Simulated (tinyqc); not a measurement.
# Off-state leakage of single and stacked transistors: effects of single changes

n-channel devices of unit width. Subthreshold current I(Vg, Vs, Vd) = I0 (T/300 K)^0.5 exp[(Vg - Vs - VT(T) - gb (Vs - Vb) + dd (Vd - Vs))/(nf Vt)] (1 - exp(-(Vd - Vs)/Vt)), VT(T) = VT - cT (T - 300 K). Gate-edge tunnelling Ig (Vd/1 V) exp(ag (Vd - 1 V)), for a gate at 0 V, and band-to-band leakage Ab u exp(-Bb/u), u = Vd - Vb + 1 V, flow at a drain held at V; both are taken as independent of T. In a stack of off transistors (all gates at 0 V) the same subthreshold current passes through each.

Values chosen for this exercise; values of the order met in bulk silicon logic transistors:
```
symbol,value,unit,meaning
T,358,K,temperature
V,1.2,V,supply voltage
VT,0.41,V,"threshold at 300 K, zero drain and body bias"
cT,0.9,mV/K,fall of the threshold with temperature
I0,0.32,uA/um,current at threshold at 300 K
nf,1.25,,slope factor
dd,0.09,,drain-induced lowering per volt
gb,0.21,,rise of the threshold per volt of source-body bias
Ig,0.0001,uA/um,gate-edge tunnelling current at 1 V
ag,5.7,1/V,exponential slope of the gate current
Ab,1,uA/(um V),prefactor of band-to-band leakage at the drain
Bb,23,V,its exponential voltage
Vb,0,V,body voltage
```

Constants: q = 1.602176634e-19 C, kB = 1.380649e-23 J/K, Vt = kB T/q. Results are converted to the units shown.

Each table varies one quantity; the others keep the values above.

## Subthreshold current against the height of the stack

All n gates at 0 V, bottom source at 0 V, top drain at V; node voltages follow from equal currents.

Subthreshold current against the height of the stack:
columns A: n; B: I (nA/um); C: reduction factor; D: drain voltage of the bottom device (mV); E: source voltage of the top device (mV); F: voltage across the top device (V)
```
A         B      C      D      E      F
1    0.5374  1.000   1200      0  1.200
2   0.03639  14.77  79.86  79.86  1.120
3   0.01783  30.14  22.52  101.0  1.099
4   0.01175  45.74  13.23  113.4  1.087
5  0.008746  61.44  9.373  122.2  1.078
6  0.006961  77.20  7.256  128.9  1.071
```

Read the table: what changes, and by how much?

The second transistor cuts the current by a factor of 14.8, the third by a further 2.04 and the sixth by 1.26. The top device keeps 89.3 % of the supply at n = 6, while the drain voltage of the bottom one falls to 0.235 Vt.

## Leakage components against the body voltage

Same model as above.

One transistor with Vg = Vs = 0, Vd = V; stack factor I(one)/I(two in series).

The same in every row: gate edge (nA/um) = 0.3752; stack factor = 14.77.

Leakage components against the body voltage:
```
Vb (V)  subthreshold (nA/um)  band-to-band (nA/um)  total (nA/um)  largest part
0.2                    1.597               0.02026          1.992  subthreshold
0                     0.5374               0.06340         0.9760  subthreshold
-0.2                  0.1808                0.1653         0.7213     gate edge
-0.4                 0.06085                0.3742         0.8103     gate edge
-0.6                 0.02048                0.7581          1.154  band-to-band
-0.8                0.006890                 1.405          1.787  band-to-band
-1                  0.002319                 2.419          2.797  band-to-band
-1.2                7.802e-4                 3.923          4.299  band-to-band
-1.4                2.626e-4                 6.048          6.424  band-to-band
```

What does the comparison show?

As Vb goes from 0.2 to -1.4, the total leakage goes from 1.99 through a minimum of 0.721 (at Vb = -0.2 among the rows listed) to 6.42 nA/um. The subthreshold part leads at Vb = 0.2, the gate edge part from -0.2, the band-to-band part from -0.6 on. The exact minimum lies at Vb = -0.233 V: reverse body bias lowers the subthreshold part by a decade every nf Vt ln 10/gb = 0.423 V but raises the band-to-band part. The reduction by a stack of two stays at 14.8, for the subthreshold part alone. For Vb = 0.2 the body is forward biased; the junction current, left out, is still small at this voltage.

Computed by the program tinyqc: `OMP_NUM_THREADS=1 python tinyqc.py 2242233 2242234 out.jsonl`, one thread of a shared Intel Xeon 2.30GHz, about 0.03 s for the whole run.
